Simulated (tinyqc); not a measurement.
Inside a calculation. Method: G0W0 on RHF in the 6-311g basis, for H2, spin multiplicity 1. One step of it, computed by the program tinyqc.

Problem. Screening: direct RPA. With D = e_a - e_i and K = (ia|jb): diagonalise D^(1/2) (D + 4K) D^(1/2) = Z w^2 Z^T; X + Y = D^(1/2) Z w^(-1/2), each column of Z with its largest component positive (the first on a tie); E_c = (sum w - tr (D + 2K)) / 2.

orbital energies (hartree): MO1 -0.512180, MO2 0.109118, MO3 0.334216, MO4 0.530662, MO5 2.519343, MO6 2.663301

Two-electron integrals over orbitals (pq|rs), unique and non-zero (hartree):
```
(11|11) 0.551299    (21|21) 0.081300    (22|11) 0.375933    (22|22) 0.323873
(31|11) -0.116118   (31|22) -0.044003   (31|31) 0.053467    (32|21) 0.008431
(32|32) 0.027511    (33|11) 0.352685    (33|22) 0.284029    (33|31) -0.040025
(33|33) 0.280809    (41|21) -0.076534   (41|32) 0.014140    (41|41) 0.091546
(42|11) -0.139414   (42|22) -0.065524   (42|31) 0.050766    (42|33) -0.053532
(42|42) 0.068170    (43|21) 0.057044    (43|32) 0.011215    (43|41) -0.051340
(43|43) 0.047072    (44|11) 0.440401    (44|22) 0.337075    (44|31) -0.078562
(44|33) 0.303158    (44|42) -0.099503   (44|44) 0.381523    (51|21) -0.028350
(51|32) 0.021105    (51|41) 0.050479    (51|43) -0.027464   (51|51) 0.069357
(52|11) -0.030194   (52|22) 0.002686    (52|31) 0.025490    (52|33) -0.007298
(52|42) 0.015801    (52|44) -0.022474   (52|52) 0.032340    (53|21) 0.035434
(53|32) -0.010861   (53|41) -0.046500   (53|43) 0.024839    (53|51) -0.039906
(53|53) 0.031104    (54|11) 0.119818    (54|22) 0.044841    (54|31) -0.055568
(54|33) 0.046258    (54|42) -0.055074   (54|44) 0.086146    (54|52) -0.042571
(54|54) 0.080818    (55|11) 0.575883    (55|22) 0.392476    (55|31) -0.135950
(55|33) 0.357987    (55|42) -0.160334   (55|44) 0.474988    (55|52) -0.066212
(55|54) 0.177985    (55|55) 0.698346    (61|11) -0.053905   (61|22) -0.020876
(61|31) 0.035095    (61|33) -0.017167   (61|42) 0.032972    (61|44) -0.051097
(61|52) 0.039400    (61|54) -0.063566   (61|55) -0.123151   (61|61) 0.067232
(62|21) -0.017243   (62|32) 0.009768    (62|41) 0.028244    (62|43) -0.018014
(62|51) 0.039751    (62|53) -0.021538   (62|62) 0.025003    (63|11) 0.082116
(63|22) 0.040620    (63|31) -0.033338   (63|33) 0.031330    (63|42) -0.038281
(63|44) 0.063167    (63|52) -0.020727   (63|54) 0.047131    (63|55) 0.119977
(63|61) -0.037740   (63|63) 0.031823    (64|21) 0.036978    (64|32) -0.020843
(64|41) -0.056849   (64|43) 0.028240    (64|51) -0.061994   (64|53) 0.040423
(64|62) -0.036686   (64|64) 0.062789    (65|21) 0.124031    (65|32) -0.016302
(65|41) -0.144356   (65|43) 0.092346    (65|51) -0.115983   (65|53) 0.090583
(65|62) -0.068232   (65|64) 0.120714    (65|65) 0.297125    (66|11) 0.584539
(66|22) 0.388109    (66|31) -0.137405   (66|33) 0.361955    (66|42) -0.163244
(66|44) 0.475647    (66|52) -0.068531   (66|54) 0.179533    (66|55) 0.696653
(66|61) -0.116398   (66|63) 0.118031    (66|66) 0.706361
```

Give: D^(1/2) (D + 4K) D^(1/2); excitation energies w; X + Y; RPA correlation energy.

Solution.

D^(1/2) (D + 4K) D^(1/2) (hartree^2), order 1>2, 1>3, 1>4, 1>5, 1>6:
$$\begin{pmatrix}
0.5881 & 0.0000 & -0.2464 & -0.1556 & 0.0000 \\
0.0000 & 0.8974 & 0.0000 & 0.0000 & 0.2301 \\
-0.2464 & 0.0000 & 1.4694 & 0.3590 & 0.0000 \\
-0.1556 & 0.0000 & 0.3590 & 10.0312 & 0.0000 \\
0.0000 & 0.2301 & 0.0000 & 0.0000 & 10.9377
\end{pmatrix}$$

excitation energies w (hartree): [0.7235, 0.9445, 1.2313, 3.1700, 3.3080]

X + Y, order 1>2, 1>3, 1>4, 1>5, 1>6:
$$\begin{pmatrix}
0.8973 & 0.0000 & -0.1771 & -0.0078 & 0.0000 \\
0.0000 & 0.9464 & 0.0000 & 0.0000 & 0.0116 \\
0.2999 & 0.0000 & 0.8903 & 0.0243 & 0.0000 \\
0.0131 & 0.0000 & -0.0711 & 0.9769 & 0.0000 \\
0.0000 & -0.0420 & 0.0000 & 0.0000 & 0.9795
\end{pmatrix}$$

RPA correlation energy = -0.032996 hartree
